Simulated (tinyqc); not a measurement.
# Fermi-level pinning from two metals

Inverse problem. Cowley-Sze model with the space charge neglected: phiB = S (phiM - chi) + (1 - S)(Eg - phi0), S = 1/(1 + q Dit dl/(eps0 ei)), dl in cm. Find S, phi0 and Dit.

Inputs (values chosen for the exercise); band and dielectric values those of a made-up semiconductor: band gap Eg = 1.32 eV; electron affinity chi = 4.66 eV; thickness of the interfacial layer dl = 0.2 nm; relative permittivity of the interfacial layer ei = 2.

Constants: q = 1.602176634e-19 C, eps0 = 8.8541878128e-14 F/cm where lengths are in cm. Results are converted to the units shown.

barriers for metals with phiM = 5.16 and 5.64 eV (eV): [0.75261318, 0.89579561]

Answer. S is the slope of phiB against phiM; either barrier then gives phi0, and S gives Dit.

S = 0.298
phi0 = 0.460 eV
Dit = 1.30e14 cm^-2 eV^-1

Numbers from tinyqc (`OMP_NUM_THREADS=1 python tinyqc.py 2020009 2020010 out.jsonl`; about 0.09 s on one thread of a shared Intel Xeon 2.30GHz).
